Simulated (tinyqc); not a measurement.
Inside a calculation. Method: plane-wave Kohn-Sham cycle with exchange-only LDA in a layered model solid. One step of it, computed by the program tinyqc.

Problem. Iteration 1: levels at that k. Diagonalise the Hermitian matrix.

H (hartree), lower triangle:
```
,-2,-1,+0,+1,+2
-2,1.214194
-1,-0.350000,0.071878
+0,0.000000,-0.350000,-0.308894
+1,0.000000,0.000000,-0.350000,0.071878
+2,0.000000,0.000000,0.000000,-0.350000,1.214194
```

Give: eigenvalues.

Solution.

eigenvalues (hartree): -0.671  -0.027  0.323  1.313  1.325
